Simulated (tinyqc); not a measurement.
Transfer curve: field-effect mobility of a thin-film transistor with band-tail and deep states (multiple trapping). Computed by tinyqc, a small Python program. Command: `OMP_NUM_THREADS=1 python tinyqc.py 3014097 3014098 out.jsonl tft walk`. One thread of a shared host (Intel(R) Xeon(R) Processor @ 2.30GHz), about 0.08 s of CPU time with the checks.

A thick film in accumulation at small drain voltage. Only free electrons move; trapped ones still screen the gate. N_c and mu_0 are held fixed when T changes, leaving out the T^(3/2) growth of N_c. x = E_0 - psi is the distance of the Fermi level below the band edge.

Inputs (values chosen for the exercise, modelled on amorphous silicon):
```
quantity                                     value         unit
permittivity eps                              11.8            -
effective density of states N_c              2e+20       1/cm^3
band mobility mu_0                              10   cm^2/(V s)
tail density at the edge g_t               3.1e+21  1/(eV cm^3)
tail width E_t                                  24          meV
deep-state density g_d                     6.6e+15  1/(eV cm^3)
flat-band Fermi level below the edge, E_0     0.36           eV
equivalent oxide thickness t                    14           nm
temperature T                                  300            K
```

Deep states: included.

Constants: k_B = 8.617333262e-05 eV/K; e = 1.602176634e-19 C; eps_0 = 8.8541878128e-12 F/m.

Method:
- F_j(eta) = int_0^infinity x^j/(1 + exp(x - eta)) dx, without a gamma-function factor.
- Integrals over x = E/(k_B T) use 160 Gauss-Legendre points in u = sqrt(x) from 0 to sqrt(max(eta, 0) + 32).
- Free n(x) = N_c (2/sqrt(pi)) F_1/2(-x/k_B T), with F_1/2 from its two-term series in exp(-x/k_B T) for x >= 12 k_B T; tail n_t(x) = int_0^1.2eV g_t exp(-E/E_t)/(1 + exp((x - E)/k_B T)) dE, E counted down from the edge, 120 Gauss-Legendre points; deep charge g_d psi; space charge rho(psi) = n + n_t + g_d psi less its value at psi = 0.
- Poisson: F(psi) = sqrt((2 e/(eps eps_0)) int_0^psi rho dpsi'); V_G - V_FB = psi_s + eps F(psi_s) t/3.9; free sheet density N_f = int (n - n(E_0))/F dpsi; induced sheet density N_i = eps eps_0 F(psi_s)/e; trapezoid rule on 301 even points in psi, the first interval left out of N_f.
- mu_eff = mu_0 N_f/N_i; field-effect mobility mu_FE = mu_0 e (dN_f/dV_G)/C_ox and swing S = dV_G/dlog10(N_f), by a central difference of +/- 2 mV in psi_s; C_ox = 3.9 eps_0/t.

Against the band bending:
```
psi_s (V)  V_G - V_FB (V)  N_f (1/cm^2)  mu_eff (cm^2/(V s))  mu_FE (cm^2/(V s))  S (mV/decade)
0.13                0.249    4.5986e+10               2.5070              1.9329            356
0.18                0.480    1.2966e+11               2.8095              2.6946            720
0.22                0.835    2.9586e+11               3.1264              3.3362           1327
0.26                1.499    6.7921e+11               3.5610              4.1162           2469
0.29                2.354    1.2735e+12               4.0076              4.8884           3898
0.32                3.695    2.3888e+12               4.5977              5.8856           6072
0.34                4.958    3.6100e+12               5.0782              6.6534           8117
0.37                7.546    6.5035e+12               5.8867              7.7764          12510
0.40               11.055    1.0956e+13               6.6791              8.6110          19030
```

What follows from these numbers?

The steepest swing among the rows is 356 mV/decade. mu_eff climbs from 2.5 to 6.7, 67 % of mu_0 in the last row. Between rows 6 and 7 N_f scales as (V_G - V_FB - psi_s)^1.32; an exponential tail holding all the charge would give the larger of 1 and 2 E_t/k_B T - 1, here 1.00, and free charge alone 1; charge in deep states makes the exponent larger and lets it vary with V_G. The last row needs an oxide field above 5 MV/cm, near or beyond breakdown.
